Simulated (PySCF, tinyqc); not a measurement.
RHF in the 6-31g basis, for H4, spin multiplicity 1, step by step. The lowest restricted solution is unstable here: a spin-polarised one lies 0.0187 hartree lower (PySCF). One step of it, computed by the program tinyqc.

Task: Iteration 1: diagonalisation and new density. Diagonalise F' = X^T F X, C = X C', fill 2 alpha and 2 beta electrons from the bottom; D = 2 C_occ C_occ^T. Each column has its largest component positive (the first on a tie).

Fock matrix F (hartree), lower triangle:
```
,1H 1s,1H 2s,2H 1s,2H 2s,3H 1s,3H 2s,4H 1s,4H 2s
1H 1s,0.147563
1H 2s,-0.339332,-0.235105
2H 1s,-0.270031,-0.328371,0.161431
2H 2s,-0.285848,-0.288542,-0.418077,-0.342507
3H 1s,0.000076,-0.081269,-0.266168,-0.310523,0.161431
3H 2s,-0.081070,-0.152748,-0.310523,-0.300802,-0.418077,-0.342507
4H 1s,0.032547,0.026403,0.000076,-0.081070,-0.270031,-0.285848,0.147563
4H 2s,0.026403,-0.004369,-0.081269,-0.152748,-0.328371,-0.288542,-0.339332,-0.235105
```

X:
```
,1,2,3,4,5,6,7,8
1H 1s,0.144956,-0.602743,0.811138,0.578428,-0.362209,0.456913,0.310364,0.115321
1H 2s,-1.245747,1.098087,-0.791777,-0.387775,-0.066169,0.286711,0.335837,0.180923
2H 1s,-0.644044,0.529799,0.404155,0.711263,0.705662,-0.320604,0.155948,0.190823
2H 2s,2.860043,-0.831976,-0.294974,-0.477931,0.148442,-0.156763,0.165668,0.276760
3H 1s,0.644044,0.529799,-0.404155,0.711263,-0.705662,-0.320604,-0.155948,0.190823
3H 2s,-2.860043,-0.831976,0.294974,-0.477931,-0.148442,-0.156763,-0.165668,0.276760
4H 1s,-0.144956,-0.602743,-0.811138,0.578428,0.362209,0.456913,-0.310364,0.115321
4H 2s,1.245747,1.098087,0.791777,-0.387775,0.066169,0.286711,-0.335837,0.180923
```

Give: F' = X^T F X; orbital energies; coefficients C; D after iteration 1.

Result:

F' = X^T F X (hartree), lower triangle:
```
,1,2,3,4,5,6,7,8
1,0.921
2,0.000,0.985
3,-0.217,0.000,1.017
4,0.000,0.090,0.000,1.006
5,-0.462,0.000,0.010,0.000,0.744
6,0.000,-0.355,0.000,-0.004,0.000,0.165
7,-0.027,0.000,0.117,0.000,-0.054,0.000,-0.351
8,0.000,-0.002,0.000,-0.047,0.000,0.014,0.000,-0.513
```

orbital energies (hartree): MO1 -0.514, MO2 -0.365, MO3 0.033, MO4 0.338, MO5 0.961, MO6 0.969, MO7 1.165, MO8 1.389

coefficients C:
```
,MO1,MO2,MO3,MO4,MO5,MO6,MO7,MO8
1H 1s,0.126,0.225,0.203,-0.018,0.858,0.922,0.356,-0.073
1H 2s,0.155,0.356,0.669,-1.038,-0.775,-0.903,-0.632,-0.526
2H 1s,0.217,0.147,-0.128,0.171,0.322,-0.084,-0.871,-1.021
2H 2s,0.271,0.283,-0.419,1.902,-0.087,0.325,0.875,2.125
3H 1s,0.217,-0.147,-0.128,-0.171,0.322,0.084,-0.871,1.021
3H 2s,0.271,-0.283,-0.419,-1.902,-0.087,-0.325,0.875,-2.125
4H 1s,0.126,-0.225,0.203,0.018,0.858,-0.922,0.356,0.073
4H 2s,0.155,-0.356,0.669,1.038,-0.775,0.903,-0.632,0.526
```

D after iteration 1, lower triangle:
```
,1H 1s,1H 2s,2H 1s,2H 2s,3H 1s,3H 2s,4H 1s,4H 2s
1H 1s,0.133
1H 2s,0.200,0.302
2H 1s,0.121,0.172,0.138
2H 2s,0.196,0.285,0.201,0.306
3H 1s,-0.012,-0.037,0.051,0.034,0.138
3H 2s,-0.059,-0.118,0.034,-0.013,0.201,0.306
4H 1s,-0.070,-0.122,-0.012,-0.059,0.121,0.196,0.133
4H 2s,-0.122,-0.206,-0.037,-0.118,0.172,0.285,0.200,0.302
```
